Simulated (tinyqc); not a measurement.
Conductance against temperature: phonon transmission through an interface between two chains by Green functions. Computed by tinyqc, a small Python program. Command: `OMP_NUM_THREADS=1 python tinyqc.py 3010690 3010691 out.jsonl agf walk`. One thread of a shared host (Intel(R) Xeon(R) Processor @ 2.30GHz), about 0.01 s of CPU time with the checks.

Two semi-infinite chains (masses m_1, m_2; springs k_1, k_2), motion along the chain. The central region holds the end atom of each chain and one interlayer atom of mass m_b, joined by springs k_b. lambda = omega^2 in eV/(angstrom^2 u); nu = 15.6333042 THz x sqrt(lambda).

Inputs (values chosen for the exercise, for two model chains):
```
quantity,value,unit
mass m_1,16,u
spring k_1,7.89,eV/angstrom^2
mass m_2,39.8,u
spring k_2,10.3,eV/angstrom^2
junction spring k_b,4.1,eV/angstrom^2
interlayer mass m_b,16.3,u
probe frequency / lower band top,0.21,-
```

Atoms in the interlayer: one.

Constants: nu for 1 eV/(angstrom^2 u) = 15.6333042 THz; h x 1 THz = 4.135667696 meV; k_B = 8.617333262e-05 eV/K; k_B = 1.380649e-23 J/K; h = 6.62607015e-34 J s.

Method:
- nu_max = 15.6333042 THz x 2 sqrt(k/m); impedance Z = sqrt(k m); long-wave transmission 4 Z_1 Z_2/(Z_1 + Z_2)^2; the probe frequency is the given share of the lower band top.
- In chain i, sin(q_i a/2) = nu/nu_max,i. An outgoing wave makes the next atom move as exp(i q_i a) times the end atom, so the lead adds the self-energy Sigma_i = -k_i exp(i q_i a) to the force-constant matrix; Gamma_i = -2 Im Sigma_i = 2 k_i sin(q_i a).
- A = lambda M - K - Sigma over the central atoms, with K_ii the sum of the springs at i, K_(i,i+1) = -k_b; G = inverse of A; transmission = Gamma_1 Gamma_2 |G_(first,last)|^2.
- Landauer conductance G = k_B int tau(nu) x^2 e^x/(e^x - 1)^2 d nu, x = h nu/(k_B T), from 0 to the lower band top (240 Gauss-Legendre points in s from 0 to 1, nu = nu_top sin(pi s/2)); tau is the transmission, and its thermal mean is G over the value for tau = 1 in the same window; the quantum is g_0 = pi^2 k_B^2 T/(3 h).

band top of chain 1 = 21.9563 THz

band top of chain 2 = 15.9059 THz

Conductance:
```
T (K),G (pW/K),mean transmission,G/g_0,G for transmission 1 (pW/K)
1,0.86884,0.91802,0.91802,0.94643
5,4.3379,0.91669,0.91669,4.7322
20,17.006,0.89842,0.89842,18.929
50,39.700,0.83896,0.83895,47.321
100,72.527,0.77494,0.76632,93.591
200,113.12,0.71540,0.59760,158.12
400,136.16,0.68218,0.35965,199.59
800,143.79,0.67131,0.18991,214.20
```

At 1 K G/g_0 = 0.918; as T goes to 0 it tends to the long-wave transmission, where only the impedances count. Towards high T all modes count more and more alike; at 800 K G is 144 pW/K and the mean transmission is 0.671, which is at least 0.7 of the low-T value.

Extremes, crossings and ranges named in words are read from the listed rows.
